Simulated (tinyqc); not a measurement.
Input admittance of a MOSFET at zero drain bias: distributed channel and distributed gate: one step of the calculation.

Source and drain grounded, strong inversion, w = 2 pi f, Cox = eps0 eox/tox. The channel is an RC line of resistance 1/(mu Cox Vo) per square fed from both ends, so one finger has the intrinsic admittance y = i w Cox L tanh(g)/g per width, g = (1/2) sqrt(i w tau), tau = L^2/(mu Vo). The vertical resistance rv/L is in series with y, the overlaps 2 i w Cov in parallel: y_t = 1/(1/y + rv/L) + 2 i w Cov. The gate strip is a line of Rsh/L per length loaded by y_t, so a finger has Y = y_t Wf tanh(k)/k, k = (Wf/sd) sqrt(y_t Rsh/L); the device has Nf Y.

Question. Admittance of the channel and stack per width. tau, g, c = Cox L, y and y_t as defined.

Values chosen for this exercise; values of the order met in silicon radio-frequency transistors:
- eox = 7.41 (relative permittivity of the gate insulator (close to silicon nitride))
- tox = 6.5 nm (insulator thickness)
- L = 0.27 um (channel length)
- mu = 310 cm^2/(V s) (channel mobility)
- Vo = 0.25 V (gate overdrive)
- rv = 0 ohm um^2 (vertical resistivity of the gate stack)
- Cov = 0.27 fF/um (overlap and fringe capacitance on each side)
- f = 12 GHz (frequency)

Constants: eps0 = 8.8541878128e-14 F/cm where lengths are in cm. Results are converted to the units shown.

Find: tau; g; c; y; y_t.

Answer.

tau = 9.406 ps
g = 0.2977+0.2977i
c = 2.725 fF/um
y = 12.1+204.6i uS/um
y_t = 12.1+245.3i uS/um

w tau = 0.709, and Im y is 0.996 of w c.

Numbers from tinyqc (`OMP_NUM_THREADS=1 python tinyqc.py 2262009 2262010 out.jsonl`; about 0.01 s on one thread of a shared Intel Xeon 2.30GHz).
